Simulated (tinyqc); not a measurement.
Thin-film transistor with exponential tail and deep states, accumulation layer: one step of the calculation.

An undoped film in accumulation, thicker than the space-charge layer. With band bending psi the Fermi level lies E0 - psi below the band edge. Free electrons n = n0 exp(psi/Vt) carry the current; electrons in two exponential distributions of traps, a = a0 exp(psi/Va) and d = d0 exp(psi/Vp), do not. Linear regime, ohmic contacts, traps in equilibrium.

Problem. Bulk densities. Va = kB Tt/q, Vp = kB Td/q; n0 = Nc exp(-E0/Vt), a0 = Nt th(T/Tt) exp(-E0/Va), d0 = Nd th(T/Td) exp(-E0/Vp), th(x) = pi x/sin(pi x).

Values chosen for this exercise; values close to those of an organic semiconductor:
```
symbol   value   unit                                        meaning
T          290      K                                    temperature
Nc        1e20  cm^-3                     density of extended states
Nt      8.4e19  cm^-3                   total density of tail states
Tt         460      K         characteristic temperature of the tail
Nd      2.9e17  cm^-3                   total density of deep states
Td        1150      K  characteristic temperature of the deep states
E0         0.6     eV           bulk Fermi level below the band edge
```

Constants: q = 1.602176634e-19 C, kB = 1.380649e-23 J/K, Vt = kB T/q. Results are converted to the units shown.

Give: Va; Vp; th(T/Tt); n0; a0; d0.

Solution.

Va = 0.03964 V
Vp = 0.09910 V
th(T/Tt) = 2.159
n0 = 3.740e9 cm^-3
a0 = 4.841e13 cm^-3
d0 = 7.575e14 cm^-3

Program tinyqc, `OMP_NUM_THREADS=1 python tinyqc.py 2610044 2610045 out.jsonl`; Intel Xeon 2.30GHz, shared host, one thread, about 0.02 s.
